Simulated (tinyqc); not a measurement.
Worked calculation: Hueckel theory of the pi electrons, for the molecule C=C1C=CC=NC=C1 (SMILES; centres numbered as the heavy atoms are written). One step of it, computed by the program tinyqc.

Question. Energy, charges, bond orders. E = sum n x; q_r = z_r - P_rr; bond order p = P_rs; free valence = sqrt(3) - sum of p over the bonds of the atom.

x values: 2.157940  1.583333  1.263817  0.260001  -0.357415  -0.749392  -1.686545  -1.971738

occupations: 2.000000  2.000000  2.000000  2.000000  0.000000  0.000000  0.000000  0.000000

charge and bond-order matrix P, lower triangle:
```
           1C         2C         3C         4C         5C         6N        7C        8C
1C   1.263091
2C   0.769847   0.976494
3C  -0.091318   0.442203   0.859887
4C  -0.327644   0.035571   0.765594   0.982688
5C   0.126889  -0.082871   0.158372   0.532911   0.824661
6N   0.244773  -0.079786  -0.315554   0.000345   0.727086   1.189622
7C  -0.329061   0.049493  -0.080036  -0.121552   0.001763   0.519162  0.925788
8C  -0.195280   0.440785   0.243495  -0.078619  -0.329476  -0.002490  0.770097  0.977771
```

Centres:
```
centre  z_r, pi electrons of the neutral centre         h
1C                                            1  0.000000
2C                                            1  0.000000
3C                                            1  0.000000
4C                                            1  0.000000
5C                                            1  0.000000
6N                                            1  0.500000
7C                                            1  0.000000
8C                                            1  0.000000
```

Bonds:
```
i  j         k
1  2         1
2  3         1
3  4         1
4  5         1
5  6         1
6  7  1.000000
7  8         1
8  2         1
```

Give: pi energy = 8 alpha + this times beta; pi charges; Bond orders and lengths from R = 1.517 - 0.180 p; free valence of the carbons; gap between the highest filled and the next level.

Answer.

pi energy = 8 alpha + this times beta = 10.5302

pi charges: 1C -0.2631, 2C 0.0235, 3C 0.1401, 4C 0.0173, 5C 0.1753, 6N -0.1896, 7C 0.0742, 8C 0.0222

Bond orders and lengths from R = 1.517 - 0.180 p (angstrom, C-C alone):
```
bond       p       R
1-2   0.7698  1.3784
2-3   0.4422  1.4374
3-4   0.7656  1.3792
4-5   0.5329  1.4211
5-6   0.7271       -
6-7   0.5192       -
7-8   0.7701  1.3784
8-2   0.4408  1.4377
```

free valence of the carbons: 1C 0.9622, 2C 0.0792, 3C 0.5243, 4C 0.4335, 5C 0.4721, 7C 0.4428, 8C 0.5212

gap between the highest filled and the next level = 0.6174 |beta|
